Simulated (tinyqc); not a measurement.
## Electron mobility in a silicon inversion layer, empirical terms and Matthiessen rule: universality: two dopings at the same effective field

Inversion layer of sheet density Ns on a uniformly doped body, under a high-permittivity gate with an interlayer. The mobility terms are empirical power laws with prefactors chosen for the exercise; adding their inverses (Matthiessen) is itself an approximation.

ni = sqrt(Nc Nv) exp(-Eg/(2 Vt)), Eg in volts; Ndep = sqrt(2 eps0 eps_r Nb (2 Vt ln(Nb/ni) + Vsb)/q); E = q (Ndep + eta Ns)/(eps0 eps_r), in MV/cm. With t = T/(300 K): muC = Ac (Ns/1e12 cm^-2) t/(Nb/1e17 cm^-3 + Nit/1e11 cm^-2), muP = Ap E^(-1/3) t^(-1.75), muS = As E^(-gs), muR = Ar exp(2 ti/lr)/t; 1/mu is the sum of the inverses. For each E, Ns is chosen to give that field on bodies with Nb = 2e16 and 1.5e17 cm^-3; the last column leaves out muC.

Inputs (values chosen for the exercise); material values close to those of silicon:
- T = 350 K (temperature)
- Eg = 1.13 eV (band gap)
- eps_r = 11.7 (relative permittivity of the semiconductor)
- Nc = 3.59e19 cm^-3 (conduction-band density of states at T)
- Nv = 3.38e19 cm^-3 (valence-band density of states at T)
- Vsb = 0 V (reverse body bias)
- eta = 0.5 (weight of the inversion charge in the effective field)
- Ap = 416 cm^2/(V s) (phonon-limited mobility at 1 MV/cm and 300 K)
- As = 1140 cm^2/(V s) (roughness-limited mobility at 1 MV/cm)
- gs = 2 (exponent of the roughness term)
- Ac = 2900 cm^2/(V s) (Coulomb prefactor)
- Nit = 1.1e10 cm^-2 (charge at the interface)
- Ar = 360 cm^2/(V s) (remote-phonon mobility without interlayer)
- ti = 0.6 nm (interlayer thickness)
- lr = 0.8 nm (decay length of remote phonons)

Constants: q = 1.602176634e-19 C, kB = 1.380649e-23 J/K, Vt = kB T/q, eps0 = 8.8541878128e-14 F/cm where lengths are in cm. Results are converted to the units shown.

Results:
columns A: E (MV/cm); B: Ns, light body (cm^-2); C: mu, light (cm^2/(V s)); D: Ns, heavy body (cm^-2); E: mu, heavy (cm^2/(V s)); F: without muC (cm^2/(V s))
```
A              B       C          D       E       F
0.204  1.7994e12  375.40  1.4448e11  169.30  382.72
0.354  3.7392e12  324.19  2.0842e12  304.10  326.79
0.466  5.1875e12  296.56  3.5326e12  286.61  298.12
0.614  7.1014e12  267.20  5.4465e12  261.99  268.13
0.808  9.6101e12  235.98  7.9552e12  233.22  236.52
1.06   1.2869e13  203.01  1.1214e13  201.57  203.31
1.4    1.7266e13  167.52  1.5611e13  166.81  167.67
```

Estimate the missing row, E = 0.269 MV/cm.

Computed row:
columns A: E (MV/cm); B: Ns, light body (cm^-2); C: mu, light (cm^2/(V s)); D: Ns, heavy body (cm^-2); E: mu, heavy (cm^2/(V s)); F: without muC (cm^2/(V s))
```
A              B       C          D       E       F
0.269  2.6400e12  350.44  9.8503e11  302.85  354.75
```

With this row back in the table: The heavily doped body has 0.451 of the mobility of the light one in the first row and 0.996 in the last; there they lie 0.51 % below and 0.089 % below the curve without Coulomb scattering, which depends on E alone. The heavy body leaves that curve at low E because its field comes mostly from depletion charge and few carriers screen.

Numbers from tinyqc (`OMP_NUM_THREADS=1 python tinyqc.py 2510016 2510017 out.jsonl`; about 0.01 s on one thread of a shared Intel Xeon 2.30GHz).
